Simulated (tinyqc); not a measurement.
Worked calculation: coherent transport through a tight-binding region between two chains. One step of it, computed by the program tinyqc.

Problem. Transmission at E = -0.69 eV. Surface Green function g = (E - i sqrt(4 t^2 - E^2)) / (2 t^2); self-energy tc^2 g on each contact site; G = (E - H - Sigma)^(-1); Gamma = -2 Im Sigma; T = Gamma_L Gamma_R |G_LR|^2; local density of states -Im G_ii / pi.

H of the central region (eV), lower triangle:
```
           1          2          3          4         5
1   0.000000
2  -2.010000   0.000000
3   0.000000  -2.010000   0.000000
4   0.000000   0.000000  -2.010000   0.000000
5   0.000000   0.000000   0.000000  -0.460000  0.000000
```

Leads: semi-infinite chains with site energy 0:
```
parameter                           value
lead hopping t (eV)              1.160000
coupling to the left lead (eV)   0.240000
coupling to the right lead (eV)  1.390000
left contact site                       1
right contact site                      5
```

E = -0.690000 eV

Give: g; G; local density of states; transmission.

Solution.

g = -0.2564-0.8231i 1/eV

G (1/eV), lower triangle:
```
                 1                2               3               4
1   0.4665-0.0821i
2   0.6523-0.0386i   0.2182-0.0283i
3  -0.2426+0.0688i  -0.0799+0.0288i  0.2152-0.0589i
4  -0.7356+0.0622i  -0.2456+0.0382i  0.6512-0.0491i  0.4692-0.0551i
5  -0.0434-0.2075i  -0.0195-0.0687i  0.0367+0.1839i  0.0321+0.1318i

                 5
5  -0.1123-0.6058i
```

local density of states (1/eV): 0.0261  0.0090  0.0188  0.0175  0.1928

transmission = 0.0135
